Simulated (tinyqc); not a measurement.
Sublattice potential against complex hopping: Haldane model. Computed by the program tinyqc. 

Honeycomb lattice:

| parameter | value |
|---|---|
| t1 (eV) | 1.740000 |
| t2 (eV) | 0.150000 |
| phi (rad) | -2.360000 |

H_AA = delta - 2 t2 sum cos(k.b + phi), H_BB = -delta - 2 t2 sum cos(k.b - phi), H_AB = -t1 (1 + exp(-i k.a1) + exp(-i k.a2)), b = a1, a2 - a1, -a2, m = 3 sqrt3 t2 sin(phi); the sign of the Chern number follows the orientation k1 then k2.

Gaps at the two valleys (eV) and Chern number of the lower band (12 x 12 mesh):

| delta | gap 2\|delta - m\| | gap 2\|delta + m\| | Chern number |
|---|---|---|---|
| -0.988 | 0.878 | 3.074 | 0 |
| -0.714 | 0.330 | 2.526 | 0 |
| -0.329 | 0.440 | 1.756 | 1 |
| 0.000 | 1.098 | 1.098 | 1 |
| 0.220 | 1.538 | 0.658 | 1 |
| 0.412 | 1.922 | 0.274 | 1 |
| 0.686 | 2.470 | 0.274 | 0 |
| 1.098 | 3.294 | 1.098 | 0 |

Here |m| = 0.5490 eV. For |delta| < |m| the two valleys have masses of opposite sign and the Chern number is +/-1; one gap closes at |delta| = |m|, and beyond it the band is trivial.
